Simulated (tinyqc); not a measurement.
Inside a calculation: band offset of a heterojunction with an interface dipole (two-band chains, self-consistent charge). Values are carried at full precision from step to step, so a last printed digit may differ when a step is redone from the rounded ones.

Sites alternate A, C. Left: A at -G1/2, C at +G1/2, hopping -t1; right: A at D - G2/2, C at D + G2/2, hopping -t2; the bonds across the two interfaces of a ring (C left to A right, C right to A left) have -sqrt(t1 t2). D is the offset of the mid-gaps, so Ev(right) - Ev(left) = D - (G2 - G1)/2 and Ec(right) - Ec(left) = D + (G2 - G1)/2. The closing bond has its sign reversed (antiperiodic ring). Half the levels are filled with two electrons each. The charge moved is q = (electrons on the left) less one a site; the mean over the two interfaces, q/2, is taken as the charge that crosses each, and its dipole opposes the offset: D = D0 - u q/2.

Inputs chosen for the exercise (gaps near those of GaN and AlN; the chains and D0 are free models, so the offsets are not those of the real pair; shifted at random, so the results belong to these values and not to a real crystal):

| symbol | value | unit | meaning |
|---|---|---|---|
| G1 | 3.25 | eV | gap on the left |
| G2 | 5.85 | eV | gap on the right |
| t1 | 2.26 | eV | hopping on the left |
| t2 | 1.63 | eV | hopping on the right |
| D0 | -1.95 | eV | mid-gap of the right side above that of the left, without dipole |
| n | 2 |  | cells a side in the small ring |
| u | 6.6 | eV | potential step per electron moved across |
| mx | 0.3 |  | mixing |

## The small ring at D = D0

Fill in H.

H (eV), lower triangle:
```
         AL1      CL1      AL2      CL2      AR1      CR1      AR2     CR2
AL1  -1.6250
CL1  -2.2600   1.6250
AL2        0  -2.2600  -1.6250
CL2        0        0  -2.2600   1.6250
AR1        0        0        0  -1.9193  -4.8750
CR1        0        0        0        0  -1.6300   0.9750
AR2        0        0        0        0        0  -1.6300  -4.8750
CR2   1.9193        0        0        0        0        0  -1.6300  0.9750
```

## Levels and site charges

Diagonalise, fill the lower half with two electrons each, and sum the electrons on the left (L) less one a site.

levels (eV): -6.1217  -5.4973  -3.9576  -2.5557  1.4803  1.7136  2.9285  4.2099

electrons on the sites: AL1 1.4997, CL1 0.4391, AL2 1.5103, CL2 0.3593, AR1 1.8100, CR1 0.2056, AR2 1.8173, CR2 0.3587

q = -0.1916 electrons

Electrons move to the right, the side whose mid-gap lies lower.

## Self-consistent offset

From here on the ring has 24 cells a side.

Start at D = D0; D(out) = D0 - u q(D)/2; D(new) = D + mx (D(out) - D); stop when |D(out) - D| < 1e-7 eV.

Iterations:

| i | D (eV) | q | D(out) (eV) | D(out) - D |
|---|---|---|---|---|
| 0 | -1.95000 | -0.19483 | -1.30707 | 0.643 |
| 1 | -1.75712 | -0.17129 | -1.38473 | 0.372 |
| 2 | -1.64540 | -0.15832 | -1.42756 | 0.218 |
| 3 | -1.58005 | -0.15093 | -1.45194 | 0.128 |
| 4 | -1.54162 | -0.14665 | -1.46606 | 0.0756 |
| 5 | -1.51895 | -0.14415 | -1.47432 | 0.0446 |
| 6 | -1.50556 | -0.14268 | -1.47917 | 0.0264 |
| 7 | -1.49764 | -0.14181 | -1.48203 | 0.0156 |
| 8 | -1.49296 | -0.14130 | -1.48372 | 0.00924 |
| ... | ... | ... | ... | ... |
| 26 | -1.48617 | -0.14056 | -1.48617 | 7.39e-07 |
| 27 | -1.48617 | -0.14056 | -1.48617 | 4.37e-07 |
| 28 | -1.48617 | -0.14056 | -1.48617 | 2.59e-07 |
| 29 | -1.48617 | -0.14056 | -1.48617 | 1.53e-07 |
| 30 | -1.48617 | -0.14056 | -1.48617 | 9.08e-08 |

D = -1.4862 eV

Converged at i = 30: the dipole removes 24 % of the starting offset.

## Linear response

chi = (q(+h) - q(-h))/(2h) at D = 0 with h = 0.01 eV; S = 1/(1 + u chi/2); linear estimate D = S D0.

chi = 0.08762 1/eV
S = 0.7757
linear estimate of D = -1.5126 eV

The self-consistent value is -1.4862 eV, +26.5 meV from the estimate. At D = 0 no net charge crosses: the mid-gaps are the neutrality levels of these symmetric chains.

## The line-up

Ev(right) - Ev(left) = D - (G2 - G1)/2 and Ec(right) - Ec(left) = D + (G2 - G1)/2, for D0, for the self-consistent D and for D = 0. Type I: the offsets have opposite signs; type III: one valence edge lies above the other conduction edge; else type II.

Offsets (eV):

| case | D | valence | conduction | type |
|---|---|---|---|---|
| no dipole | -1.950 | -3.250 | -0.650 | type II (staggered) |
| self-consistent | -1.486 | -2.786 | -0.186 | type II (staggered) |
| neutrality levels aligned | 0.000 | -1.300 | 1.300 | type I (straddling) |

The dipole shifts both offsets alike and leaves the type.

## Checks

- q at D = 0 against zero, as particle-hole symmetry demands: both 0.000000.
- q at the self-consistent D on 24 against 48 cells a side: both -0.1406.

tinyqc: `OMP_NUM_THREADS=1 python tinyqc.py 1450968 1450969 out.jsonl`; about 0.4 s, one thread, shared Intel(R) Xeon(R) Processor @ 2.30GHz.
